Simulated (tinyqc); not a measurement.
Worked calculation: density of states of one tight-binding band on the triangular lattice. Values are carried at full precision from step to step, so a last printed digit may differ when a step is redone from the rounded ones.

E(k) = -2 t (cos 2 pi k1 + cos 2 pi k2 + cos 2 pi (k1 + k2)); k in fractions of the reciprocal vectors, mesh k_i = j/N with j = 0 .. N-1. Densities are per cell and per spin, so the band holds one state.

Inputs chosen for the exercise: t = 1.37 eV (nearest hopping); N = 5 (mesh points along each axis); bins = 6 (bins of the histogram); E_lo = -8.313 eV (lower end of the histogram); E_hi = 4.217 eV (upper end); E = 0.63 eV (energy at which the density is wanted); sigma = 0.685 eV (Gaussian width).

## Energies on the mesh

Evaluate the band at all 25 points and collect equal values.

Distinct energies:

| E_k (eV) | points |
|---|---|
| -8.2200 | 1 |
| -4.4334 | 6 |
| 0.5233 | 6 |
| 1.6934 | 6 |
| 3.5867 | 6 |

The 25 points give 5 distinct energies between -8.2200 and 3.5867 eV; a dense mesh gives a band from -8.220 to 4.110 eV.

## Histogram

Count the points in equal bins from E_lo to E_hi; g = count/(all points x bin width).

Histogram:

| from (eV) | to (eV) | points | g (1/eV) |
|---|---|---|---|
| -8.3130 | -6.2247 | 1 | 0.0192 |
| -6.2247 | -4.1363 | 6 | 0.1149 |
| -4.1363 | -2.0480 | 0 | 0.0000 |
| -2.0480 | 0.0403 | 0 | 0.0000 |
| 0.0403 | 2.1287 | 12 | 0.2298 |
| 2.1287 | 4.2170 | 6 | 0.1149 |

Empty bins: 2 of 6; the fullest holds 12 points. Empty bins inside the band come from the coarse mesh, not from gaps.

## Gaussian broadening at one energy

Gaussian broadening: g(E) = mean over the mesh of exp(-(E - E_k)^2/(2 sigma^2))/(sigma sqrt(2 pi)), n(E) = mean of erfc((E_k - E)/(sigma sqrt 2))/2.

Sum over the distinct energies with their counts.

n(E) = 0.4293
g(E) = 0.1800 1/eV

## One triangle of the mesh

For corner energies e1 <= e2 <= e3 and eij = ei - ej, the share of the triangle below E is n = (E - e1)^2/(e21 e31) for e1 < E < e2 and n = 1 - (e3 - E)^2/(e31 e32) for e2 < E < e3; its density of states is g = dn/dE.

corner energies, sorted (eV): 0.5233  1.6934  3.5867

Find its share below E and its density of states at E.

n = 0.0032
g = 0.0595 1/eV

E lies between corners 1 and 2.

## Sum over all linear triangles

Each cell of the mesh is cut along (i+1, j)-(i, j+1) into two triangles. For corner energies e1 <= e2 <= e3 and eij = ei - ej, the share of the triangle below E is n = (E - e1)^2/(e21 e31) for e1 < E < e2 and n = 1 - (e3 - E)^2/(e31 e32) for e2 < E < e3; its density of states is g = dn/dE.

Average n and g over all pieces of the mesh. The reference uses the same method with N = 240.

n(E) = 0.4431
g(E) = 0.0882 1/eV
reference n(E) = 0.451
reference g(E) = 0.089 1/eV

On this mesh the linear method errs by -0.001 1/eV in g and -0.008 in n; the Gaussian sum erred by +0.091 and -0.022.

## Checks

- States below the top of the band by the linear method against one: both 1.000000.

Program tinyqc; command `OMP_NUM_THREADS=1 python tinyqc.py 1682420 1682421 out.jsonl`; about 0.09 s on one thread of a shared Intel(R) Xeon(R) Processor @ 2.30GHz.
